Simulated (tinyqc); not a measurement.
Worked calculation: Jacobi rotations on a symmetric matrix. One step of it, computed by the program tinyqc.

Question. Jacobi rotation 3. Take the largest off-diagonal element A_pq; tan 2 theta = 2 A_pq / (A_qq - A_pp) with |theta| <= pi/4; A' = J^T A J with J_pp = J_qq = cos, J_pq = sin, J_qp = -sin.

A', lower triangle:
```
,1,2,3,4
1,0.808262
2,0.000000,2.735437
3,-0.085461,0.078211,3.064000
4,-0.004735,0.067492,0.006039,3.664301
```

Give: p, q, theta; A'.

Answer.

p, q, theta (rad): 1.0000  3.0000  -0.0378

A', lower triangle:
```
,1,2,3,4
1,0.8050
2,0.0030,2.7354
3,0.0000,0.0782,3.0672
4,-0.0045,0.0675,0.0062,3.6643
```
